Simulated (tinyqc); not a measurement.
# Fully depleted semiconductor-on-insulator film with two gates, non-linear Poisson equation by Newton steps: threshold and coupling against the insulator thickness

One dimension across the film, front interface at x = 0, back interface at x = ts. psi is counted from the intrinsic level, n = ni exp(psi/Vt) (source grounded), holes neglected, acceptors ionised. Gates act through Cox = eps0 eox/tox and Cbox = 3.9 eps0/tb with potentials G1 = Vg - (phiM - chi - Vt ln(Nc/ni)) and G2 = Vb - (phiB - chi - Vt ln(Nc/ni)). Classical Boltzmann densities, no interface charge, no depletion in the back plane.

ni = sqrt(Nc Nv) exp(-Eg/(2 Vt)), Eg in volts. The Poisson equation eps0 eps_r d2psi/dx2 = q (n + Na), with -eps0 eps_r dpsi/dx = Cox (G1 - psi) at x = 0 and eps0 eps_r dpsi/dx = Cbox (G2 - psi) at x = ts, is solved on 300 equal intervals with half boxes at both ends; N_inv is the trapezoid sum of n. VT is the Vg for N_inv = 1e11 cm^-2; -dVT/dVb from the linearised equation. Limits with Cs = eps0 eps_r/ts: front channel Cs Cbox/(Cox (Cs + Cbox)), back channel Cbox (Cox + Cs)/(Cox Cs). Swing at N_inv = 1e8 cm^-2.

Inputs (values chosen for the exercise); band and dielectric values close to those of In0.53Ga0.47As:

| symbol | value | unit | meaning |
|---|---|---|---|
| T | 250 | K | temperature |
| Eg | 0.742 | eV | band gap |
| eps_r | 14 |  | relative permittivity |
| Nc | 1.61e17 | cm^-3 | conduction-band density of states at T |
| Nv | 5.96e18 | cm^-3 | valence-band density of states at T |
| chi | 4.55 | eV | electron affinity |
| eox | 7.45 |  | relative permittivity of the gate insulator (close to silicon nitride) |
| ts | 9.4 | nm | film thickness |
| tb | 130 | nm | buried-oxide thickness (eps_r 3.9) |
| Na | 1e15 | cm^-3 | acceptor density of the film |
| phiM | 5.07 | eV | work function of the front gate |
| phiB | 5.05 | eV | work function of the back plane |
| Vb | 1.6 | V | back-gate voltage |

Constants: q = 1.602176634e-19 C, kB = 1.380649e-23 J/K, Vt = kB T/q, eps0 = 8.8541878128e-14 F/cm where lengths are in cm. Results are converted to the units shown.

The same in every row: centroid/ts at VT = 0.559.

Result of one run:
```
VT (V)  -dVT/dVb  front-channel limit  back-channel limit  swing (mV/decade)
0.492     0.0342               0.0233              0.0439               51.4
```

Which insulator thickness tox gave this result: 1.1, 3, 4.2, 5.9 or 8.4 nm?

tox = 5.9 nm.

The whole series:
```
tox (nm)  VT (V)  -dVT/dVb  front-channel limit  back-channel limit  swing (mV/decade)
1.1        0.502    0.0151              0.00434              0.0246               50.4
1.5        0.501    0.0167              0.00592              0.0262               50.5
2.1        0.500    0.0191              0.00829              0.0286               50.6
3          0.498    0.0227               0.0118              0.0322               50.8
4.2        0.496    0.0275               0.0166              0.0371               51.1
5.9        0.492    0.0342               0.0233              0.0439               51.4
8.4        0.487    0.0442               0.0332              0.0540               51.9
```

As tox goes from 1.1 to 8.4, VT falls from 0.502 to 0.487 V, the centroid stays at 0.559 of ts and -dVT/dVb rises from 0.0151 to 0.0442. The coupling covers 53.1 % of the way from the front-channel to the back-channel limit in the first row and 53.2 % in the last.

Program tinyqc, `OMP_NUM_THREADS=1 python tinyqc.py 2190173 2190174 out.jsonl`; Intel Xeon 2.30GHz, shared host, one thread, about 0.4 s.
